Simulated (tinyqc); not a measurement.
Changing the absorbed power P: global model of a low-pressure process discharge: electron temperature, density, ion flux and ion energy. Computed by tinyqc, a small Python program. Command: `OMP_NUM_THREADS=1 python tinyqc.py 3113757 3113758 out.jsonl plasma sweep`. One thread of a shared host (Intel(R) Xeon(R) Processor @ 2.30GHz), about 0.01 s of CPU time with the checks.

Maxwellian electrons with temperature T_e in eV, one positive ion, no negative ions, uniform bulk density n; rate constants have the Arrhenius form.

Inputs (values chosen for the exercise, of the order of those of an inductive discharge in a simple atomic gas):
```
quantity                          value   unit
ion mass M                           19      u
ionisation prefactor K0         2.2e-14  m^3/s
ionisation energy E_iz             15.8     eV
excitation prefactor X0         1.9e-14  m^3/s
excitation energy E_ex               10     eV
elastic rate constant K_el      1.1e-13  m^3/s
ion-neutral cross section       8.3e-19    m^2
pressure p                         0.31     Pa
gas temperature T_g                 600      K
radius R                             17     cm
height L                            7.8     cm
bias power P_b                       12      W
radius of the biased electrode       15     cm
bias frequency                        2    MHz
```

Constants: k_B = 1.380649e-23 J/K; e = 1.602176634e-19 C; u = 1.6605390666e-27 kg; m_0 = 9.1093837015e-31 kg; eps_0 = 8.8541878128e-12 F/m.

Method:
- n_g = p/(k_B T_g); lambda_i = 1/(n_g sigma); h_L = 0.86/sqrt(3 + L/(2 lambda_i)), h_R = 0.8/sqrt(4 + R/lambda_i); A_eff = 2 pi R^2 h_L + 2 pi R L h_R; d_eff = pi R^2 L/A_eff.
- Particle balance: K0 exp(-E_iz/T_e) n_g d_eff = u_B, u_B = sqrt(e T_e/M).
- Root found by bracketing.
- E_c = E_iz + (X0 exp(-E_ex/T_e) E_ex + K_el (3 m_0/M) T_e)/K_iz; wall potential V_s = (T_e/2) ln(M/(2 pi m_0)); E_T = E_c + 2 T_e + T_e/2 + V_s; n = P/(e u_B A_eff E_T); ion current density J = e h_L n u_B; ionised share n/n_g.
- All bias power goes to ions: V_b = P_b/(J pi r^2). Debye length at the sheath edge lambda_D = sqrt(eps_0 T_e/(e h_L n)); Child-law sheath s = (sqrt2/3) lambda_D (2 V/T_e)^(3/4), V = V_b + V_s; ion transit time tau_i = 3 s sqrt(M/(2 e V)); collisions in the sheath s/lambda_i.

One run for each value; columns: (1) absorbed power P (W); (2) plasma density n (1/cm^3); (3) bias voltage V_b (V); (4) sheath width s (mm); (5) transit time over bias period:
```
(1)         (2)    (3)    (4)     (5)
60    7.864e+09  54.59  1.762  0.3620
110   1.442e+10  29.77  1.001  0.2449
210   2.752e+10  15.60  0.590  0.1655
400   5.243e+10   8.19  0.374  0.1147
750   9.830e+10   4.37  0.252  0.0815
1400  1.835e+11   2.34  0.176  0.0588
2700  3.539e+11   1.21  0.123  0.0419
5000  6.554e+11   0.66  0.089  0.0307
```

What does the table show, and why?

Over the rows, plasma density n (1/cm^3) rises from 7.86e9 to 6.55e11 (exponent d ln y / d ln x about 1.0 throughout); bias voltage V_b (V) falls from 54.6 to 0.655 (exponent d ln y / d ln x about -1.0 throughout); sheath width s (mm) falls from 1.76 to 0.0893 (exponent d ln y / d ln x -0.93 between the first rows and -0.52 between the last). The exponent of plasma density n stays at 1: the power balance is linear in n. The exponent of bias voltage V_b stays at -1: more ions share the bias power.
